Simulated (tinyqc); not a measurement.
Quantum-well laser, gain and threshold: one step of the calculation.

One electron and one heavy-hole subband per well, parabolic, with equal sheet densities n of electrons and holes; k-conserving transitions, TE polarisation, no line broadening, so the gain starts as a step at E0 and peaks there. All wells are pumped alike.

Question. Gain spectrum at threshold. At photon energy E: fe = 1/(1 + exp(((mr/me)(E - E0) - Fc)/Vt)), fh = 1/(1 + exp(((mr/mh)(E - E0) - Fv)/Vt)), g = g0(E0)(E0/E)(fe + fh - 1).

Values chosen for this exercise; well values close to those of gallium arsenide: temperature T = 400 K; lowest transition energy E0 = 1.43 eV; in-plane electron mass me = 0.0714 m0; in-plane hole mass mh = 0.37 m0.

Constants: q = 1.602176634e-19 C, kB = 1.380649e-23 J/K, Vt = kB T/q. Results are converted to the units shown.

E - E0, point 0 to 7 (eV): 0  0.0008  0.0016  0.0024  0.0032  0.004  0.0048  0.0056
Fc = 0.042281492 eV
Fv = -0.038054256 eV
mr = 0.059850476 m0
g0(E0) = 10083.283 1/cm

Wanted: fe; fh; g.

Answer.

```
point       fe       fh  g (1/cm)
0      0.77323  0.24899    224.06
1      0.76980  0.24829    182.30
2      0.76634  0.24759    140.24
3      0.76283  0.24689     97.88
4      0.75930  0.24619     55.22
5      0.75572  0.24550     12.26
6      0.75211  0.24480    -31.00
7      0.74847  0.24411    -74.56
```

The gain turns into absorption at E - E0 = Fc + Fv = 0.00423 eV (Bernard-Duraffourg condition), inside the listed range.

Range of the model: The second hole subband, left out here, lies within about 2 Vt of the first in a well this wide.

tinyqc, about 0.01 s, one thread, Intel Xeon 2.30GHz (shared host): `OMP_NUM_THREADS=1 python tinyqc.py 2840024 2840025 out.jsonl`
